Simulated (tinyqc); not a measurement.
Dopant series: competing polymorphs of an oxide film: bulk, surface, grain-boundary, dopant and field terms. Computed by tinyqc, a small Python program. Command: `OMP_NUM_THREADS=1 python tinyqc.py 3023064 3023065 out.jsonl polymorph walk`. One thread of a shared host (Intel(R) Xeon(R) Processor @ 2.30GHz), about 0.01 s of CPU time with the checks.

Phases: monoclinic m (reference), polar orthorhombic o, tetragonal t. Free energies per formula unit (f.u.); 1 J/m^2 x angstrom^3/nm = 6.241509 meV.

Inputs (values chosen for the exercise, for a model oxide):

| quantity | value | unit |
|---|---|---|
| energy of the polar phase o over m | 60.5 | meV/f.u. |
| energy of the tetragonal phase t over m | 105 | meV/f.u. |
| entropy of o over m | 0.011 | meV/(f.u. K) |
| entropy of t over m | 0.074 | meV/(f.u. K) |
| surface energy of m | 3.27 | J/m^2 |
| surface energy of o | 2.88 | J/m^2 |
| surface energy of t | 2.76 | J/m^2 |
| grain-boundary energy over surface energy | 0.59 | - |
| volume per formula unit Omega | 32.6 | angstrom^3 |
| film thickness h | 13 | nm |
| grain radius R | 24 | nm |
| temperature T | 900 | K |
| shift of o per % of dopant | -6.4 | meV/f.u. |
| shift of t per % of dopant | -17 | meV/f.u. |
| width sigma of ln R | 0.31 | - |
| interlayer thickness (SiO2) | 0.94 | nm |

Geometry: columnar grains in a film.

permittivities of m, o, t: 17  30  40

Method:
- Bulk term b = H - T S + (shift) x, zero for m.
- With G = b + gamma Omega A (b the bulk free energy per formula unit, A the area per volume), two phases i, j cross at A_ij = (b_j - b_i)/(Omega (gamma_i - gamma_j)); o has a window only if A_mo < A_ot.
- Grain radii are log-normal by volume with median R and width sigma; the share with A above A* is that with radius below R*, R* = f_b/(A* - 2/h) (all grains if A* <= 2/h), share = (1/2) erfc[-ln(R*/R)/(sqrt 2 sigma)]. Effective permittivity of a layer of thickness h built of such grains, taken in parallel: sum of share x eps; EOT = interlayer + 3.9 h/eps.

Against dopant content:

| x (%) | A_mo (1/nm) | A_ot (1/nm) | share m | share o | share t |
|---|---|---|---|---|---|
| 0.0 | 0.63764 | -0.4997 | 1.0000 | 0 | 0.0000 |
| 1.0 | 0.55699 | -0.9338 | 0.9927 | 0 | 0.0073 |
| 2.0 | 0.47634 | -1.3679 | 0.0000 | 0 | 1.0000 |
| 3.0 | 0.39569 | -1.8020 | 0.0000 | 0 | 1.0000 |
| 4.0 | 0.31504 | -2.2362 | 0.0000 | 0 | 1.0000 |
| 5.0 | 0.23439 | -2.6703 | 0.0000 | 0 | 1.0000 |
| 6.5 | 0.11342 | -3.3215 | 0.0000 | 0 | 1.0000 |
| 8.0 | -0.00756 | -3.9727 | 0.0000 | 0 | 1.0000 |
| 10.0 | -0.16886 | -4.8409 | 0.0000 | 0 | 1.0000 |

What does the comparison show, and why?

The dopant lowers t by 17 and o by 6.4 meV per %, so A_ot falls faster than A_mo. The share of o stays under 2 % at every content listed. t holds the majority from x = 2 % on.

Extremes, crossings and ranges named in words are read from the listed rows.
